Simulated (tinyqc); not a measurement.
Optical gain and spontaneous emission in a bulk direct-gap semiconductor: one step. Absorption of the empty crystal. Two cases, with inputs chosen for the exercise.

Problem. Evaluate at E for heavy and light holes.

Parabolic bands, vertical transitions, no excitons. For each hole band j: mr = me mj/(me + mj); joint density of states J_j(E) = (mr/c)^(3/2) sqrt(E - Eg)/(2 pi^2), both spins, c = hbar^2/2m0; averaged matrix element |e.p|^2 = m0 Ep/6; alpha_j(E) = 4 pi^2 alpha_f c Ep J_j/(3 nr E) in 1/angstrom (alpha_f the fine-structure constant, listed as alpha among the constants), times 1e8 for 1/cm.

Constants: hbar^2/2m0 = 3.80998211 eV angstrom^2; fine-structure constant alpha = 0.007297352564.

Case 1.

Values chosen (near those of InP; not measured data):
- Eg = 1.313 eV (direct gap)
- me = 0.0765 m0 (electron mass)
- mhh = 0.578 m0 (heavy-hole mass)
- mlh = 0.0929 m0 (light-hole mass)
- Ep = 20.9 eV (Kane energy)
- nr = 3.39 (refractive index)
- E = 1.369 eV (photon energy)

Case 2.

Values chosen (near those of GaN; not measured data):
- Eg = 3.382 eV (direct gap)
- me = 0.2038 m0 (electron mass)
- mhh = 1.332 m0 (heavy-hole mass)
- mlh = 0.292 m0 (light-hole mass)
- Ep = 16.8 eV (Kane energy)
- nr = 2.56 (refractive index)
- E = 3.447 eV (photon energy)

Give: mr, J and alpha of each hole band.

Solution.

Case 1.

mr, J and alpha of each hole band:

| hole | mr (m0) | J (1/(eV angstrom^3)) | alpha (1/cm) |
|---|---|---|---|
| heavy | 0.06756 | 2.831e-05 | 4664.1 |
| light | 0.04195 | 1.385e-05 | 2282.4 |

The heavy-hole band gives 67 % of the total, 6947 1/cm.

Case 2.

mr, J and alpha of each hole band:

| hole | mr (m0) | J (1/(eV angstrom^3)) | alpha (1/cm) |
|---|---|---|---|
| heavy | 0.17676 | 0.0001291 | 8990.0 |
| light | 0.12003 | 7.222e-05 | 5030.6 |

The heavy-hole band gives 64 % of the total, 14021 1/cm.

Computed by tinyqc, one run a case: `OMP_NUM_THREADS=1 python tinyqc.py N N+1 out.jsonl` with N = 1681081, 1681169; one thread of a shared Intel(R) Xeon(R) Processor @ 2.30GHz, about 0.08 s a run at most.
